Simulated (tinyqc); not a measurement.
Three-phonon processes in a diatomic chain: dispersion, energy and momentum conservation, and decay channels of optical phonons: one step, computed by the program tinyqc.

Cell length a, two atoms, one spring constant. x = q a/pi runs from -1 to 1; A and O are the acoustic and optical branches. Matrix elements are not computed: only conservation laws and occupation factors are followed.

Task: Band edges. omega^2 = k (1/m + 1/M) -/+ k sqrt((1/m + 1/M)^2 - 4 sin^2(pi x/2)/(m M)); nu = 15.6333042 THz x sqrt(omega^2) for eV/(angstrom^2 u). Acoustic top sqrt(2 k/M), optical bottom sqrt(2 k/m), optical top sqrt(2 k (1/m + 1/M)).

Inputs (values chosen for the exercise, for a model chain): light mass m = 69.7 u; heavy mass M = 344 u; spring constant k = 4.3 eV/angstrom^2.

Constants: nu for 1 eV/(angstrom^2 u) = 15.6333042 THz.

Give: acoustic top; optical bottom; optical top; optical top over twice the acoustic top; optical bottom over twice the acoustic top; optical width over acoustic top.

Result:

acoustic top = 2.472 THz

optical bottom = 5.491 THz

optical top = 6.022 THz

optical top over twice the acoustic top = 1.218

optical bottom over twice the acoustic top = 1.111

optical width over acoustic top = 0.2147

The zone-centre optical phonon lies above twice the acoustic top (M/m > 3), so its decay into two acoustic phonons is forbidden; at M/m > 4 energy alone forbids it for every optical phonon.
